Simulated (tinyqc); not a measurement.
FinFET, parasitic resistance, capacitance and delay: one step of the calculation.

Nf fins under one contact; each has gated perimeter p = 2 Hf + Wf and cross-section A = Hf Wf; contact width Wc = Nf pf, stack height Hs = Hf. Contact length Lc = CPP - Lg - 2 Lsp, shared by two neighbouring gates. Source and drain sides are equal. The formulas are first-order estimates, not field solutions.

Task. Capacitances. With N fins: gate Cg = Cinv p N Lg; per side, plate Cp = ks eps0 [Wc (Hs + Hc) - N A]/Lsp, top fringe Cf = (2/pi) ks eps0 Wc ln(1 + Lg/(2 Lsp)), overlap Co = Cinv p N Lov. Cs = Cp + Cf + Co. An inverter of two such devices driving an equal one has the load CL = 2 (Cg + 2 Cs) + 4 Cs + Cw (its own drains counted twice for the Miller effect).

Parameters, values chosen for the exercise; values close to those of silicon logic devices: number of fins Nf = 3; fin height Hf = 55 nm; fin width Wf = 5 nm; fin pitch pf = 27 nm; gate length Lg = 20 nm; spacer length Lsp = 4 nm; relative permittivity of the spacer ks = 3.3; gate height above the channel stack Hc = 15 nm; gate overlap Lov = 1.5 nm; inversion capacitance Cinv = 3.2 uF/cm^2; wire load Cw = 0.36 fF.

Constants: eps0 = 8.8541878128e-12 F/m. Results are converted to the units shown.

Give: Cg; Cp; Cf; Co; CL.

Result.

Cg = 220.8 aF
Cp = 35.39 aF
Cf = 1.888 aF
Co = 16.56 aF
CL = 1232 aF

The channel capacitance gives 35.8 % of CL, the parasitic parts 35.0 % and the wire 29.2 %.

Computed by the program tinyqc: `OMP_NUM_THREADS=1 python tinyqc.py 2170025 2170026 out.jsonl`, one thread of a shared Intel Xeon 2.30GHz, about 0.03 s for the whole run.
